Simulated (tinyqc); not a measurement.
Random telegraph noise from one oxide trap in a small MOSFET: effect of the capture barrier.

An acceptor-like trap exchanges electrons with the channel. Inversion charge Q = Cox u, u = n Vt W0(exp((Vg - VT)/(n Vt))), W0 the Lambert function, n = nf, Cox = eps0 eox/tox; linear regime Id = (W/L) mu Q Vd. Relative to threshold the surface potential rises by Vt ln(u/u0) and the oxide voltage by the rest of Vg - VT, with u0 = n Vt W0(1).

N = Cox u/q; dpsi = Vt ln(u/u0); E = E0 - dpsi - (xt/tox)(Vg - VT - dpsi); capture time tc = 1/[(N/zi) vth s0 exp(-xt/lt - EB/Vt)]; emission time te = tc exp(-E/Vt); occupancy te/(tc + te). A = W L; threshold step dV = q (1 - xt/tox)/(Cox A); gm/Id = 1/(u + n Vt); relative step dI/I = (gm/Id) dV + asc mu/A. fc = (1/tc + 1/te)/(2 pi); rms = (dI/I) sqrt(tc te)/(tc + te).

Values chosen for this exercise; values of the order met in silicon transistors:
```
symbol    value        unit                                                                 meaning
T           350           K                                                             temperature
eox         3.9              relative permittivity of the gate insulator (close to silicon dioxide)
tox         2.9          nm                                                     insulator thickness
xt            1          nm                            depth of the trap from the channel interface
E0         0.21          eV                   trap level above the channel Fermi level at threshold
s0        2e-15        cm^2                                                       capture prefactor
lt         0.16          nm                                                 tunnelling decay length
vth       1.5e7        cm/s                                                        thermal velocity
zi          1.7          nm                                        thickness of the inversion layer
VT         0.26           V                                                       threshold voltage
nf         1.17                                                                         body factor
W           180          nm                                                              gate width
L            74          nm                                                             gate length
mu          220  cm^2/(V s)                                                                mobility
asc     2.2e-16         V s                              scattering coefficient of the charged trap
Vd         0.02           V                                                           drain voltage
Vg         0.76           V                                                            gate voltage
```

Constants: q = 1.602176634e-19 C, kB = 1.380649e-23 J/K, Vt = kB T/q, eps0 = 8.8541878128e-14 F/cm where lengths are in cm. Results are converted to the units shown.

The same in every row: E (eV) = -0.022238; occupancy = 0.67641; dI/I (%) = 0.18391; rms dI/I (%) = 0.086042.

Effect of the capture barrier:
```
EB (eV)	tc (s)	te (s)	fc (Hz)
0.1	2.6325e-8	5.5027e-8	8.9382e6
0.2	7.2493e-7	1.5154e-6	3.2457e5
0.3	1.9963e-5	4.1730e-5	11786
0.4	5.4976e-4	0.0011492	428.00
0.5	0.015139	0.031646	15.542
0.6	0.41691	0.87148	0.56437
0.7	11.481	23.999	0.020494
```

As EB goes from 0.1 to 0.7, tc rises from 2.63e-8 to 11.5 s, te rises from 5.50e-8 to 24.0 s and dI/I stays at 0.184 %. The barrier scales both times alike and leaves the occupancy unchanged.

Range of the model: VT is taken as given; short-channel effects and the uneven flow of current among few electrons are left out.

Numbers from tinyqc (`OMP_NUM_THREADS=1 python tinyqc.py 2710026 2710027 out.jsonl`; about 0.01 s on one thread of a shared Intel Xeon 2.30GHz).
